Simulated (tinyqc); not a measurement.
Worked calculation: Holstein polaron on two sites. Computed by tinyqc, a small Python program that keeps every step. Command: `OMP_NUM_THREADS=1 python tinyqc.py 3008157 3008158 out.jsonl holstein walk`. One thread of a shared host (Intel(R) Xeon(R) Processor @ 2.30GHz), about 0.01 s of CPU time with the checks. Intermediate numbers are printed to about 6 digits and carried at full precision; extremes and crossings named in words are read from the listed rows.

One electron on sites 1 and 2: H = -t (c1+ c2 + c2+ c1) + hbar omega sum_i b_i+ b_i - g hbar omega sum_i n_i (b_i + b_i+). The symmetric phonon shifts the energy by -g^2 hbar omega/2 and drops out; with b = (b_1 - b_2)/sqrt(2) there remains H = -t sigma_x + hbar omega b+ b - (g hbar omega/sqrt(2)) sigma_z (b + b+). Parity splits it into blocks p = +1 and -1 over phonon numbers n. Zero-point energies are left out. Weights Z refer to mode b alone; the displaced symmetric mode multiplies the full zero-phonon weight by exp(-g^2/2).

Inputs (values chosen for the exercise, for a model dimer): hopping t = 240 meV; phonon energy hbar omega = 138 meV; coupling g = 3; phonon levels kept N = 4.

## Energy scales

Polaron binding energy E_p = g^2 hbar omega; ratio E_p/t (the adiabatic potential has two wells when it exceeds 1); adiabaticity hbar omega/t.

E_p = 1242 meV

E_p/t = 5.175

hbar omega/t = 0.575

## The even block in a small basis

Block p: H_nn = n hbar omega - p t (-1)^n - g^2 hbar omega/2, H_(n,n+1) = -(g hbar omega/sqrt(2)) sqrt(n + 1). Take p = +1 and n = 0..N-1.

H, even block (meV):
```
[[-861.000, -292.742, 0.000, 0.000],
 [-292.742, -243.000, -414.000, 0.000],
 [0.000, -414.000, -585.000, -507.044],
 [0.000, 0.000, -507.044, 33.000]]
```

## Levels in the small basis

Diagonalise H; the eigenvector has its largest component positive; Z is the weight of n = 0.

levels (meV): [-1120.73, -864.43, -74.80, 403.96]

lowest eigenvector: [0.539834, 0.478957, 0.633727, 0.278512]

Z in the small basis = 0.291421

## Converged results

Use 60 levels in both blocks; Z = c_0^2 is the weight of n = 0 in the ground state c; the splitting is the lowest odd level less the lowest even one, which without coupling is the smaller of 2t and hbar omega; <sigma_x> = sum (-1)^n c_n^2 measures the kinetic energy.

ground-state energy = -1266.72 meV

weight Z of n = 0 in mode b = 0.0215963

mean phonon number in b = 4.28947

splitting = 0.102387 meV

splitting/(2t) = 2.13306e-04

<sigma_x> = 0.206228

The small basis misses the ground-state energy by 146 meV. The splitting has collapsed while <sigma_x> stays much larger: the electron still makes virtual hops, but drags its distortion only slowly.

## Approximations to the ground state

Second order: E = -t - E_p/2 - (E_p/2) hbar omega/(hbar omega + 2t). Lang-Firsov: E = -E_p - t exp(-g^2). Variable displacement: E(x) = -E_p/2 - t exp(-g^2 x^2) - (E_p/2)(2x - x^2), minimised over 0 <= x <= 1. Adiabatic, classical lattice: E = -E_p/2 - t for E_p < t, else -E_p - t^2/(2 E_p); it leaves out the change of zero-point energy.

Ground-state energy (meV):
```
method                        E  E - exact
second order in g       -999.67    267.054
Lang-Firsov            -1242.03     24.694
variable displacement  -1242.03     24.694
adiabatic, classical   -1265.19      1.536
```

best displacement x = 0.99957

Closest here is adiabatic, classical (+1.54 meV), furthest second order in g (+267.05 meV), at hbar omega/t = 0.57 and E_p/t = 5.17. Lang-Firsov and variable displacement are variational and lie above the exact value. Slow phonons favour the adiabatic picture.

Checks made by the program: 60 against 80 levels (relative difference below 1e-10); Hellmann-Feynman: dE/dt = -<sigma_x> (relative difference 1e-09).
